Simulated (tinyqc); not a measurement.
Worked calculation: Hubbard chain of 5 sites. One step of it, computed by the program tinyqc.

Question. Mean-field iteration 3. H(up) = T + U n(down), H(down) = T + U n(up); fill the lowest levels; n(new) = n + mixing (n(out) - n); E = tr T (rho up + rho down) + U sum n_up n_down of the output.

one-body matrix (hopping and site energies) (eV), order 1, 2, 3, 4, 5:
```
[[0.650000, -1.900000, 0.000000, 0.000000, 0.000000],
 [-1.900000, -0.840000, -1.900000, 0.000000, 0.000000],
 [0.000000, -1.900000, -0.290000, -1.900000, 0.000000],
 [0.000000, 0.000000, -1.900000, 0.040000, -1.900000],
 [0.000000, 0.000000, 0.000000, -1.900000, 0.600000]]
```

U = 10.400000 eV

electrons, up and down: [4, 2]

mixing = 0.200000

n(up) after iteration 2: [0.998339, 0.545679, 0.980636, 0.295729, 0.987617]

n(down) after iteration 2: [0.016633, 0.869363, 0.036029, 0.868928, 0.017047]

Give: levels, up; levels, down; energy; n(up) after iteration 3; n(down) after iteration 3.

Answer.

levels, up (eV): [-0.894, 0.363, 0.631, 8.896, 9.968]

levels, down (eV): [2.123, 3.915, 10.445, 11.397, 11.885]

energy = 6.633 eV

n(up) after iteration 3: [0.998, 0.615, 0.974, 0.276, 0.983]

n(down) after iteration 3: [0.025, 0.869, 0.052, 0.877, 0.023]
